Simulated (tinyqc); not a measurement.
Strain, valley repopulation and piezoresistance in a many-valley conduction band: one step, computed by the program tinyqc.

Valleys are ellipsoids with mass m_l along the axis a and m_t across it, parabolic, with one constant relaxation time; strain shifts the valleys and leaves the masses alone. Currents are taken along [111], along the load, and along [1-10], across the load.

Problem. Strain. Compliances S11 = (C11 + C12)/((C11 - C12)(C11 + 2 C12)), S12 = -C12/((C11 - C12)(C11 + 2 C12)), S44 = 1/C44; stress sigma_ij = X n_i n_j for the unit vector n of the load; e_xx = S11 sigma_xx + S12 (sigma_yy + sigma_zz), e_xy = S44 sigma_xy/2 (tensor strain).

Inputs (values chosen for the exercise, for a model crystal): C11 = 171 GPa; C12 = 70 GPa; C44 = 86.7 GPa; stress X (tension positive) = -1800 MPa.

Valley axes: <100> (6 valleys in 3 pairs). Load: uniaxial [111].

Give: strain tensor.

Solution.

strain tensor (%), rows x, y, z:
$$\begin{pmatrix}
-0.1929 & -0.3460 & -0.3460 \\
-0.3460 & -0.1929 & -0.3460 \\
-0.3460 & -0.3460 & -0.1929
\end{pmatrix}$$

Caution: shear strain also changes the transverse masses of <100> valleys, which this model leaves out.
